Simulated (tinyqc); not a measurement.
Thermodynamics of metal silicides: hull, first phase, silicon consumed, nucleation and stability against SiO2: one step, computed by the program tinyqc.

Entropies of formation of the solids are neglected, so heats stand for free energies. Si fractions: M5Si3 0.3750, MSi 0.5000, MSi2 0.6667.

Task: Which phases are stable. A phase is stable if it lies below every straight line between a phase on its left and one on its right (M and Si at zero). Distance = its heat less the lowest such line, negative for a stable phase.

Inputs (values chosen for the exercise, of the order of those of titanium silicides for heats and volumes only): heat of formation of M5Si3 = -70.4 kJ/mol atoms; heat of formation of MSi = -63.5 kJ/mol atoms; heat of formation of MSi2 = -45.5 kJ/mol atoms.

Phases: M5Si3, MSi, MSi2.

Give: distance to the lowest tie line.

Result:

distance to the lowest tie line (kJ/mol atoms): M5Si3 -22.77, MSi -3.77, MSi2 -3.17

All three are stable.
